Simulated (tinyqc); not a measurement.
Resonant-tunnelling diode, transfer matrices and Tsu-Esaki current: two steps of the calculation.

Emitter (band edge 0), barrier d1, well Lw, barrier d2, spacer ds, collector (edge -V). The bias drops linearly over these layers and none in the contacts; each layer is cut into ns equal slices, flat at the value of their centres. E is the energy of motion across the layers, C = hbar^2/(2 m0), psi and psi'/m are continuous. Transport is coherent, T(E) is taken as independent of the transverse momentum, and charge in the well is ignored.

Parameters, values chosen for the exercise; masses and offsets of a made-up heterostructure: temperature T = 150 K; mass in the well, spacer and contacts mw = 0.044 m0; slices in each layer ns = 4; Fermi energy of both contacts above their band edges Ef = 0.12 eV; bias of the collector V = 0.13 V; trial energy E = 0.05991 eV.

Constants: q = 1.602176634e-19 C, kB = 1.380649e-23 J/K, hbar = 1.054571817e-34 J s, m0 = 9.1093837015e-31 kg, Vt = kB T/q, hbar^2/(2 m0) = 0.0380998212 eV nm^2. Results are converted to the units shown.

Task 1. Running product of the slice matrices at the trial energy. For the pair (psi, psi'/m) a flat layer has M = [[cos kd, (m/k) sin kd], [-(k/m) sin kd, cos kd]] with k = sqrt(m (E - U)/C) above its edge U, and M = [[cosh Kd, (m/K) sinh Kd], [(K/m) sinh Kd, cosh Kd]] with K = sqrt(m (U - E)/C) below it. Later slices stand to the left. With M acting on (psi, psi'/m) and v = k/m in each lead, T(E) = 4 vL vR/[(vL vR M12 - M21)^2 + (vR M11 + vL M22)^2]. vL = sqrt(mw E/C)/mw, vR = sqrt(mw (E + V)/C)/mw.

```
slice       U (eV)  m (m0)  width (nm)
0       0.71761029   0.066       0.375
1       0.71283088   0.066       0.375
2       0.70805147   0.066       0.375
3       0.70327206   0.066       0.375
4      -0.02740196   0.044         1.3
5      -0.04397059   0.044         1.3
6      -0.06053922   0.044         1.3
7      -0.07710784   0.044         1.3
8       0.63221814   0.066       0.375
9       0.62743873   0.066       0.375
10      0.62265931   0.066       0.375
11      0.61787990   0.066       0.375
12     -0.10769608   0.044         0.5
13     -0.11406863   0.044         0.5
14     -0.12044118   0.044         0.5
15     -0.12681373   0.044         0.5
```

Wanted: Product after each layer; T(E).

Result 1.

Product after each layer:
```
               M11  M12 (nm)  M21 (1/nm)       M22
barrier d1  2.5667   0.14647      37.892    2.5520
well        3.9467   0.27068     -35.934   -2.2112
barrier d2  4.1653   0.32104      40.718    3.3784
spacer      5.7233   0.45949     -8.8550  -0.53618
```

T(E) = 0.053228

Task 2. Current from the resonance alone. J = J0 times the integral over E > 0 of T(E) N(E), N = ln[(1 + exp((Ef - E)/Vt))/(1 + exp((Ef - V - E)/Vt))], J0 = q^2 mw m0 kB T/(2 pi^2 hbar^3) (times 1e-4 for A/cm^2 per eV). For a sharp resonance J = J0 (pi G/2) Tp N(Er), with Er the peak energy, Tp the peak transmission and G the full width at half maximum (in eV). The three values given are estimates from a parabola through three points of 1/T(E).

Er = 0.081157217 eV
Tp = 0.88096795
G = 13.649495 meV

Find: J0; N(Er); J.

Result 2.

J0 = 9.2040e6 A/(cm^2 eV)
N(Er) = 3.0525
J = 530.68 kA/cm^2

The full integral over T(E) gives 459.9 kA/cm^2; the value above is 15 % above it.

tinyqc, about 0.2 s, one thread, Intel Xeon 2.30GHz (shared host): `OMP_NUM_THREADS=1 python tinyqc.py 2600144 2600145 out.jsonl`
